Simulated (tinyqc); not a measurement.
The integration grid: Kohn-Sham B3LYP on finer and finer grids in the sto-3g basis, for H4, spin multiplicity 1. Computed by the program tinyqc with PySCF. Command: `OMP_NUM_THREADS=1 python tinyqc.py 113438 113439 out.jsonl`; one thread of a shared host (Intel(R) Xeon(R) Processor @ 2.60GHz), about 4 s.

Geometry (angstrom):
```
atom       x       y       z
H     0.0000  0.0000  0.0000
H     0.0000  0.0000  0.9620
H     0.0000  0.0000  2.1650
H     0.0000  0.0000  3.1280
```

Self-consistent on each grid; the net force on the molecule should vanish.

Kohn-Sham energy on Becke grids (radial x angular points per atom):
```
grid       points  residual of the electron count  E (hartree)  E - finest (mhartree)  largest net force without grid terms (hartree/bohr)
10 x 14       542                        2.95e-02    -2.266826              -7.281535                                             6.72e-07
15 x 26      1532                        1.76e-03    -2.262403              -2.859057                                             8.15e-07
20 x 50      3960                        3.96e-04    -2.259674              -0.129691                                             4.53e-08
30 x 86     10259                        8.28e-05    -2.259575              -0.030365                                             1.35e-08
50 x 194    38699                       -8.87e-08    -2.259544               0.000000                                             2.89e-10
75 x 302    90446                        6.72e-10    -2.259544               0.000000                                             9.47e-12
120 x 590  282603                        8.66e-12    -2.259544               0.000000                                             1.58e-14
```

The energy is within 0.1 mhartree of the finest grid first at 30 x 86. The error has one sign here, though quadrature is not variational. The net force vanishes by symmetry here, so only the electron count signals a poor grid.
